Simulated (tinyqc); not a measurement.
Long runs: velocity against field: Monte Carlo simulation of one carrier in a uniform electric field. Computed by tinyqc, a small Python program. Command: `OMP_NUM_THREADS=1 python tinyqc.py 3027548 3027549 out.jsonl mcfl walk`. One thread of a shared host (Intel(R) Xeon(R) Processor @ 2.30GHz), about 2 s of CPU time with the checks.

The force e F acts along +z. Flights end at the constant total rate Gamma; the part of Gamma that the real rates do not fill is self-scattering, which leaves k unchanged. One valley, no impurities; equivalent final valleys enter only through Z_f in the optical rate.

Inputs (values chosen for the exercise, modelled on holes in silicon):
```
quantity                                             value       unit
effective mass m                                      0.51        m_0
non-parabolicity alpha                                0.31       1/eV
density rho                                           2329     kg/m^3
sound velocity v_l                                    8890        m/s
acoustic deformation potential D_A                     5.5         eV
phonon energy hbar w                                  61.4        meV
optical or intervalley deformation potential D_o       9.4  1e8 eV/cm
final valleys Z_f                                        1          -
lattice temperature T                                  200          K
electric field F                                        17      kV/cm
energy E_max up to which Gamma must cover the rates    0.6         eV
seed of the random numbers                           39646          -
```

Crystal: non-polar. Band: Kane.

Constants: k_B = 1.380649e-23 J/K; e = 1.602176634e-19 C; hbar = 1.054571817e-34 J s; m_0 = 9.1093837015e-31 kg; hbar = 6.582119569e-16 eV s; k_B = 8.617333262e-05 eV/K.

Method:
- Kane band: hbar^2 k^2/(2 m) = E (1 + alpha E), speed v = hbar k/(m (1 + 2 alpha E)), states per spin, volume and energy g(E) = m k (1 + 2 alpha E)/(2 pi^2 hbar^2); overlap factors are set to 1. Masses are multiplied by m_0 and all formulas are in SI units.
- Phonon occupation N_q = 1/(exp(hbar w/(k_B T)) - 1).
- Acoustic deformation potential (elastic, equipartition, absorption and emission together): 1/tau = 2 pi k_B T D_A^2 g(E)/(hbar rho v_l^2).
- Optical or intervalley deformation potential: 1/tau = (pi Z_f D_o^2/(rho w)) [N_q g(E + hbar w) + (N_q + 1) g(E - hbar w)], with g = 0 below the band edge.
- Gamma is 1.05 times the largest total rate on the grid E = (j + 1/2) E_max/400, j = 0..399.
- On the grid E_j = (j + 1/2) hbar w/12 up to 20 k_B T + 2 hbar w, solve (sum of rates) l(E) = v(E); mu_0 = e sum g v l exp(-E/k_B T)/(3 k_B T sum g exp(-E/k_B T)).
- Flight: t = -ln(r1)/Gamma; k_z grows by e F t/hbar; E follows from the band; dz = (E_end - E_start)/(e F).
- Choice: with cumulative rates in the order acoustic, absorption, emission, the process is the first whose sum exceeds r2 Gamma; if none, self-scattering.
- Final state: E' = E, E + hbar w or E - hbar w gives k'. Isotropic processes: cos(theta) = 1 - 2 r3 from the z axis, phi = 2 pi r4, k' (sin theta cos phi, sin theta sin phi, cos theta).
- Each row: 250 carriers from a thermal start, 1600 flights each, the first half discarded, random numbers not printed; the error is the standard error over ten groups; the mean energy is taken at the ends of flights, which sample time evenly. Fields at which more than 0.02 % of the events exceed Gamma are left out.

Gamma = 36.4921 1e12/s

low-field mobility mu_0 = 2492.19 cm^2/(V s)

Monte Carlo results:
```
F (kV/cm)  drift velocity (1e5 m/s)  error (1e5 m/s)  mu_0 F (1e5 m/s)  mean energy (meV)  real events (%)
4.2                           0.531           0.0077            1.0467               38.9             5.18
8.5                           0.699           0.0058            2.1184               49.4             7.27
17.0                          0.832           0.0041            4.2367               70.1            11.80
34.0                          0.931           0.0060            8.4734              117.0            21.30
```

At the lowest field the drift velocity is 0.51 +/- 0.01 of the ohmic value mu_0 F, at the highest 0.11 +/- 0.00. The mean energy goes from 39 to 117 meV against the parabolic-band thermal value 3 k_B T/2 = 26 meV: the carriers heat, more of them reach the emission threshold, where they lose momentum, and the curve bends below the ohmic line. Only 5 to 21 % of the events are real; the rest is the price of a constant Gamma. Where hbar w is several k_B T, energy relaxes slowly and the low-field energies may still be drifting.

Extremes, crossings and ranges named in words are read from the listed rows.
